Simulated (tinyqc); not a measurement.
# Thin film between two gates, subbands and threshold shift from confinement: what changes with what

Undoped body with a flat potential across it, hard walls, transport along x. Three valley pairs (g = 2 each) with the longitudinal mass along x, y or z. Non-parabolicity enters the subband edges through E (1 + al E) = gamma, so E = 2 gamma/(1 + sqrt(1 + 4 al gamma)); motion within a subband is taken as parabolic with the band-edge mass. Energies are counted from the bulk band edge.

Values chosen for this exercise; masses close to those of silicon:
- T = 200 K (temperature)
- ml = 0.9 m0 (longitudinal mass)
- mt = 0.187 m0 (transverse mass)
- al = 0 1/eV (non-parabolicity)
- t = 2.7 nm (film thickness (along z))
- dl = 0.3 nm (widening of the box by penetration into the insulator)
- Cg = 1.8 uF/cm^2 (gate capacitance per area of interface)

Constants: q = 1.602176634e-19 C, kB = 1.380649e-23 J/K, hbar = 1.054571817e-34 J s, m0 = 9.1093837015e-31 kg, Vt = kB T/q, hbar^2/(2 m0) = 0.0380998212 eV nm^2. Results are converted to the units shown.

Each table varies one quantity; the others keep the values above.

## Confinement against the film thickness

gamma = C (pi k/(t + dl))^2/mz, C = hbar^2/(2 m0). Each subband has N_k = g sqrt(mx my) m0 kB T/(pi hbar^2); without degeneracy n = exp(EF/Vt) sum N_k exp(-E_k/Vt). Classical value Nc times t, Nc = sum over valleys of 2 g (m m0 kB T/(2 pi hbar^2))^1.5 with m = (mx my mz)^(1/3). Threshold shift dVT = Vt ln(classical value/sum N_k exp(-E_k/Vt)). With degeneracy n = sum N_k F((EF - E_k)/Vt), F(x) = ln(1 + exp(x)); gate: Vg = EF + q n/(Cg P), P = 2 (both faces), summed over the 60 lowest subbands at most, with Vg counted from the value that would put EF at the bulk band edge of an empty body. The last two columns are for Vg = 0.8 V; sensitivity d(dVT)/dt by central differences between 0.99 and 1.01 times the value.

Confinement against the film thickness:

| t (nm) | E_1 (meV) | gap to the next edge (meV) | dVT (mV) | sensitivity (mV/nm) | n/P (cm^-2) | share of the lowest subband (%) |
|---|---|---|---|---|---|---|
| 2 | 78.98 | 236.9 | 80.31 | -60.07 | 7.083e12 | 100.0 |
| 2.7 | 46.42 | 139.3 | 52.91 | -24.62 | 7.419e12 | 98.18 |
| 3.6 | 27.47 | 82.41 | 38.61 | -10.18 | 7.816e12 | 76.97 |
| 4.7 | 16.71 | 50.14 | 30.15 | -6.360 | 8.187e12 | 52.77 |
| 6.3 | 9.592 | 28.77 | 21.29 | -4.665 | 8.470e12 | 35.43 |
| 8.4 | 5.520 | 16.56 | 13.99 | -2.448 | 8.652e12 | 25.40 |
| 11 | 3.272 | 9.816 | 9.574 | -1.163 | 8.775e12 | 19.14 |
| 15 | 1.785 | 5.354 | 6.460 | -0.5225 | 8.891e12 | 13.79 |
| 20 | 1.014 | 3.042 | 4.604 | -0.2639 | 8.982e12 | 10.16 |

As t grows from 2 to 20 nm, E_1 falls from 79.0 to 1.01 meV and dVT falls from 80.3 to 4.60 mV. E_1 goes as t^(-1.77) at the thin end (-2 for a parabolic band without penetration); a thickness error of 0.2 nm moves the threshold by 12 mV in the first row and 0.053 mV in the last. The charge per interface area rises from 7.08e12 to 8.98e12 cm^-2. For t = 2, 2.7 the body is too thin for bulk effective masses to be reliable. In every row the charge in the last two columns would bend the potential across the body by some 30 mV or more, which is left out.

## Charge and subband filling against gate voltage

Same model as above.

Each subband has N_k = g sqrt(mx my) m0 kB T/(pi hbar^2). Cq = q dn/dEF.

Charge and subband filling against gate voltage:

| Vg (V) | EF - E_1 (eV) | n (cm^-2) | n/P (cm^-2) | share of the lowest subband (%) | Cq/(Cg P) | total C/(Cg P) |
|---|---|---|---|---|---|---|
| -0.1 | -0.1464 | 5.495e8 | 2.748e8 | 99.95 | 0.001419 | 0.001417 |
| 0.02 | -0.03857 | 2.730e11 | 1.365e11 | 99.95 | 0.6705 | 0.4014 |
| 0.15 | 0.004354 | 2.229e12 | 1.115e12 | 99.93 | 3.917 | 0.7966 |
| 0.28 | 0.02639 | 4.655e12 | 2.328e12 | 99.88 | 5.731 | 0.8514 |
| 0.4 | 0.04319 | 6.974e12 | 3.487e12 | 99.78 | 6.468 | 0.8661 |
| 0.53 | 0.06012 | 9.515e12 | 4.757e12 | 99.57 | 6.851 | 0.8726 |
| 0.65 | 0.07516 | 1.187e13 | 5.937e12 | 99.19 | 7.113 | 0.8767 |
| 0.78 | 0.09084 | 1.444e13 | 7.221e12 | 98.36 | 7.516 | 0.8826 |
| 0.9 | 0.1044 | 1.683e13 | 8.416e12 | 96.97 | 8.197 | 0.8913 |

EF passes E_1 = 0.0464 eV at Vg = 0.130 V. The share of the lowest subband falls from 100 to 97.0 % and the total capacitance rises from 0.00142 to 0.891 of Cg P. Between the last two rows 11 % of the added gate voltage goes into raising EF. For Vg = 0.4, 0.53, 0.65, 0.78, 0.9 the charge would bend the potential across the body by some 30 mV or more, which is left out.

tinyqc, about 0.09 s, one thread, Intel Xeon 2.30GHz (shared host): `OMP_NUM_THREADS=1 python tinyqc.py 2350162 2350163 out.jsonl`
